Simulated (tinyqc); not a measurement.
Comparisons within one model: ellipsoidal valleys in the axes of a wafer and a channel. A value that a table varies takes the place of the one given here.

Valleys with axes a along x, y and z, two valleys each; inverse mass tensor w = 1/mt + (1/ml - 1/mt) a a. Device axes: z = nz/|nz|, x = nx/|nx|, y = z cross x; in them a = (ax, ay, az). Confinement mass mz = 1/w_zz. In the plane w_ij is replaced by u_ij = w_ij - w_iz w_jz/w_zz (i, j = x, y); density-of-states mass md = 1/sqrt(det u); conductivity mass along x mc = 1/u_xx; ballistic transport mass mx = u_yy/det u, width mass my = 1/u_yy.

Hard walls: E_n = c (n pi/t)^2/mz, c = hbar^2/2m0, n = 1, 2, 3. Non-degenerate share of a valley proportional to md sum_n exp(-E_n/kT); mean 1/mc = sum of share/mc. 1 nm = 10 angstrom.

Constants: hbar^2/2m0 = 3.80998211 eV angstrom^2; kB = 8.617333262e-05 eV/K.

Values chosen for the exercise (near those of the Delta valleys of Si; not measured data): ml = 0.887 m0 (longitudinal mass); mt = 0.188 m0 (transverse mass); t = 4.8 nm (thickness of the film); T = 400 K (temperature); nz = (1, 1, 2) (surface normal (confinement)); nx = (1, 1, -1) (channel direction).

## Wafer and channel orientation

For each face/channel: the lowest ladder (mz, number of valleys, md, E1, share) and the mean conductivity mass over all valleys.

Results:

| face/channel | mz | valleys | md | E1 (meV) | share | mean mc |
|---|---|---|---|---|---|---|
| (001)/[110] | 0.887 | 2 | 0.188 | 18.4 | 0.671 | 0.2160 |
| (113)/[1-10] | 0.529 | 2 | 0.243 | 30.8 | 0.583 | 0.2284 |
| (100)/[011] | 0.887 | 2 | 0.188 | 18.4 | 0.671 | 0.2160 |
| (111)/[1-10] | 0.255 | 6 | 0.351 | 64.0 | 1.000 | 0.2920 |
| (210)/[001] | 0.509 | 2 | 0.248 | 32.1 | 0.572 | 0.2193 |
| (001)/[100] | 0.887 | 2 | 0.188 | 18.4 | 0.671 | 0.2160 |
| (110)/[1-11] | 0.310 | 4 | 0.318 | 52.6 | 0.809 | 0.3138 |

How do the results move?

The mean conductivity mass is lowest, 0.2160, for (001)/[110], (100)/[011] and (001)/[100] and highest, 0.3138, for (110)/[1-11]; the bulk value is 0.2550. The confinement energy is lowest on the face with the heaviest mz ((001), 18 meV). The density of states of the lowest ladder, valleys times md, runs between 0.376 and 2.104; a small value limits the charge through the quantum capacitance.

## Thickness of the film

Share of the lowest ladder and mean conductivity mass.

Results:

| t (nm) | lowest E1 (meV) | spread of E1 (meV) | share of the lowest ladder | mean mc |
|---|---|---|---|---|
| 2.0 | 237.3 | 197.0 | 0.991 | 0.4189 |
| 3.0 | 105.5 | 87.6 | 0.824 | 0.3831 |
| 4.0 | 59.3 | 49.3 | 0.608 | 0.3450 |
| 5.0 | 38.0 | 31.5 | 0.488 | 0.3269 |
| 7.0 | 19.4 | 16.1 | 0.403 | 0.3152 |
| 10.0 | 9.5 | 7.9 | 0.367 | 0.3106 |
| 14.0 | 4.8 | 4.0 | 0.341 | 0.3072 |

What does this show, and why?

The spread falls as 1/t^2 and passes kT = 34.5 meV between t = 4 and 5 nm; the share of the lowest ladder goes from 0.991 to 0.341 and the mean mass goes from 0.4189 to 0.3072, against 0.3062 for equal shares, the limit of a thick film (the bulk value 3/(1/ml + 2/mt) is 0.2550; the two differ since axes are tilted in the x-z plane and in a quantised film no valley carries current across it; once scattering blurs the subbands the bulk value returns). Three subbands a valley become too few once E3 nears kT. In the thinnest rows E1 (237 meV) is beyond the parabolic range.

## What each parameter does

Lowest E1, its share and the mean conductivity mass. Each row changes one parameter from the base and keeps the others.

Results:

| case | lowest E1 (meV) | share | mean mc (m0) |
|---|---|---|---|
| base | 41.20 | 0.5058 | 0.3295 |
| ml = 0.798 m0 | 42.57 | 0.5011 | 0.3165 |
| mt = 0.207 m0 | 38.55 | 0.4815 | 0.3471 |
| t = 5.28 nm | 34.05 | 0.4678 | 0.3240 |
| T = 440 K | 41.20 | 0.4855 | 0.3266 |

What can be read from the table?

The largest shifts from the base row, up to three for each result and ties (the steps differ in size, so this ranks the rows, not the parameters). lowest E1 (meV): t -7.15, mt -2.66, ml +1.37; unchanged at the printed digits by T. share: t -0.0379, mt -0.0242, T -0.0202. mean mc (m0): mt +0.0176, ml -0.0129, t -0.0054.

Program tinyqc; command `OMP_NUM_THREADS=1 python tinyqc.py 1880921 1880922 out.jsonl`; about 0.01 s on one thread of a shared Intel(R) Xeon(R) Processor @ 2.30GHz.
